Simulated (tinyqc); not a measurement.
Superjunction drift layer against a plain one, charge balance: one step of the calculation.

Alternating n and p pillars of equal width wp, doping N and length Lp. When depleted, the lateral field peaks at Ex = q N wp/(2 eps0 eps_r) at the pillar junctions and a uniform vertical field Ey is added; breakdown is taken where Ex^2 + Ey^2 = Ef^2. Only the n pillars conduct, narrowed by the zero-bias depletion. A first-order model: the field peaks at the pillar ends are left out.

Question. Loss of breakdown voltage by imbalance. An imbalance dl leaves the mean net doping |dl| N/2, which tilts the vertical field by s = q |dl| N/(2 eps0 eps_r): BV(dl) = Ey Lp - s Lp^2/2, or Ey^2/(2 s) if the field reaches zero inside the pillar.

Inputs (values chosen for the exercise); values close to those of silicon:

| symbol | value | unit | meaning |
|---|---|---|---|
| eps_r | 12.1 |  | relative permittivity of the semiconductor |
| BV | 340 | V | wanted breakdown voltage |
| dl | -7.6 | % | charge imbalance (Nn - Np)/N |

Constants: q = 1.602176634e-19 C, eps0 = 8.8541878128e-14 F/cm where lengths are in cm. Results are converted to the units shown.

N = 3.6911593e15 cm^-3
Ey = 0.26637567 MV/cm
Lp = 12.763928 um

Wanted: tilt s; BV(dl); loss.

Answer.

tilt s = 2.0976 kV/(cm um)
BV(dl) = 322.91 V
loss = 5.0255 %

tinyqc, about 0.01 s, one thread, Intel Xeon 2.30GHz (shared host): `OMP_NUM_THREADS=1 python tinyqc.py 2590062 2590063 out.jsonl`
